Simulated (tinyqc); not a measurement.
Size effects in the resistivity of thin metal films and interconnect lines: one step, computed by the program tinyqc. Command: `OMP_NUM_THREADS=1 python tinyqc.py 3031643 3031644 out.jsonl size walk`. One thread of a shared host (Intel(R) Xeon(R) Processor @ 2.30GHz), about 0.01 s of CPU time with the checks.

Electrons lose their drift at surfaces (a share 1 - p of the hits) and at grain boundaries (reflection R), besides bulk scattering. The line sits in a trench with a non-conducting liner on both walls and the bottom; the spacing equals the drawn width.

Problem. Metal cross-section. Metal width w_m = w - 2t, height h_m = (aspect ratio) w - t, grain size D = (ratio) w_m.

Inputs (values chosen for the exercise, modelled on cobalt):

| quantity | value | unit |
|---|---|---|
| drawn line width w | 10 | nm |
| grain size over metal width | 2 | - |
| aspect ratio (height over width) | 1.7 | - |
| liner thickness t | 0.9 | nm |

Geometry: line.

Give: metal width w_m; metal height h_m; grain size D; share of the trench filled by metal.

Solution.

metal width w_m = 8.2 nm

metal height h_m = 16.1 nm

grain size D = 16.4 nm

share of the trench filled by metal = 77.659 %
